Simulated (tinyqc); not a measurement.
# MOS capacitor on an n-type substrate, surface potential from the exact charge relation, step by step

Program tinyqc, `OMP_NUM_THREADS=1 python tinyqc.py 2060042 2060043 out.jsonl`; Intel Xeon 2.30GHz, shared host, one thread, about 0.01 s. Printed values are rounded.

Uniform n-type substrate, Boltzmann statistics, full ionisation, classical densities. psi is the surface potential against the body (positive when the bands bend down) and u = -psi/Vt. Traps are spread evenly over the gap and neutral at flat band, so their charge is -q Dit psi; the minority quasi-Fermi level is shifted by Vb.

Parameters, values chosen for the exercise; band and dielectric values close to those of silicon: temperature T = 300 K; band gap Eg = 1.11 eV; relative permittivity eps_r = 11.6; conduction-band density of states at T Nc = 2.76e19 cm^-3; valence-band density of states at T Nv = 2.67e19 cm^-3; electron affinity chi = 4.07 eV; donor density of the substrate N = 1.7e15 cm^-3; relative permittivity of the gate insulator (close to silicon dioxide) eox = 3.9; insulator thickness tox = 27 nm; gate work function phiM = 4.18 eV; fixed charge at the interface, in units of q Nf = 0 cm^-2; density of interface traps Dit = 0 cm^-2 eV^-1; reverse bias of the inversion layer against the body Vb = 0 V; gate voltage against the body Vg = -2.05 V.

Constants: q = 1.602176634e-19 C, kB = 1.380649e-23 J/K, Vt = kB T/q, eps0 = 8.8541878128e-14 F/cm where lengths are in cm. Results are converted to the units shown.

## Flat band, threshold and scales

ni = sqrt(Nc Nv) exp(-Eg/(2 Vt)), Eg in volts; phiF = Vt ln(N/ni); Cox = eps0 eox/tox; Vfb = phiM - chi - Vt ln(Nc/N) - q Nf/Cox; Q0 = sqrt(2 eps0 eps_r q N Vt); r = (ni/N)^2 exp(-Vb/Vt); VT = Vfb - [(2 phiF + Vb)(1 + q Dit/Cox) + sqrt(2 eps0 eps_r q N (2 phiF + Vb))/Cox].

ni = 1.28861e10 cm^-3
phiF = 0.304795 V
Cox = 0.127894 uF/cm^2
Vfb = -0.140634 V
Q0 = 3.80316 nC/cm^2
r = 5.74570e-11
VT = -0.894623 V

## Starting value

psi = -Vt (just off flat band).

psi at the start = -0.0258520 V

## Iteration 1: Newton step for the surface potential

u = -psi/Vt; F^2 = exp(-u) + u - 1 + r (exp(u) - u - 1); Qs = +sign(u) Q0 F; Cs = -dQs/dpsi = (Q0/Vt) |1 - exp(-u) + r (exp(u) - 1)|/(2 F). f = Vfb + psi + (q Dit psi - Qs)/Cox - Vg, f' = 1 + (Cs + q Dit)/Cox, psi(new) = psi - f/f'.

u = 1
F = 0.606531
Qs = 2.30674 nC/cm^2
Cs = 0.0766599 uF/cm^2
f = 1.86548 V
f' = 1.59940
psi after iteration 1 = -1.19221 V

## Iteration 2: Newton step for the surface potential

As before.

u = 46.1168
F = 78308.0
Qs = 2.97818e5 nC/cm^2
Cs = 5760.06 uF/cm^2
f = -2327.92 V
f' = 45038.8
psi after iteration 2 = -1.14052 V

This iterate lies far beyond the solution, so its charge is not a physical one.

## Iteration 3: Newton step for the surface potential

As before.

u = 44.1175
F = 28817.4
Qs = 1.09597e5 nC/cm^2
Cs = 2119.71 uF/cm^2
f = -856.171 V
f' = 16575.0
psi after iteration 3 = -1.08887 V

This iterate lies far beyond the solution, so its charge is not a physical one.

## Course of the Newton iteration

Stop when the step is below 1e-10 V, or after 60 iterations.

Course of the iteration:
```
iteration  psi before the step (V)     f (V)  step (V)
1                       -0.0258520      1.87     -1.17
2                         -1.19221     -2330    0.0517
3                         -1.14052      -856    0.0517
4                         -1.08887      -315    0.0516
5                         -1.03731      -116    0.0513
6                        -0.986015     -42.2    0.0505
7                        -0.935476     -15.3    0.0485
8                        -0.887021     -5.34    0.0431
9                        -0.843942     -1.71    0.0313
10                       -0.812596    -0.420    0.0140
11                       -0.798589   -0.0510   2.21e-3
12                       -0.796377  -1.05e-3   4.73e-5
13                       -0.796329  -4.66e-7   2.11e-8
14                       -0.796329   < 1e-12   < 1e-12
```

Converged in 14 iterations. In 5 iterations the step is within 3 % of 2 Vt = 51.7 mV: there Qs grows as exp(|u|/2), and a Newton step on such an exponential moves psi by 2 Vt whatever the distance left.

## Charges, field and capacitances at the solution

converged psi = -0.796329 V

u = -psi/Vt; F^2 = exp(-u) + u - 1 + r (exp(u) - u - 1); Qs = +sign(u) Q0 F; Cs = -dQs/dpsi = (Q0/Vt) |1 - exp(-u) + r (exp(u) - 1)|/(2 F). Low frequency: 1/C_LF = 1/Cox + 1/(Cs + q Dit). High frequency, in the simple estimate in which traps and minority carriers do not follow: 1/C_HF = 1/Cox + 1/Cd, Cd being Cs with r = 0 at the same psi. Minority sheet density N_inv = (Q0/(2 q)) int_0^u r (exp(t) - 1)/F(t) dt for u > 0. Oxide field |Qs - q Dit psi + q Nf|/(eps0 eox).

Qs = 142.351 nC/cm^2
N_inv = 7.65312e11 cm^-2
oxide field = 0.412236 MV/cm
Cs = 2.69658 uF/cm^2
C_LF/Cox = 0.954719
C_HF/Cox = 0.0953100

The surface is in strong inversion (borders at |psi| = 0, phiF + Vb and 2 phiF + Vb = 0.610 V). Minority carriers make up 86.1 % of Qs.
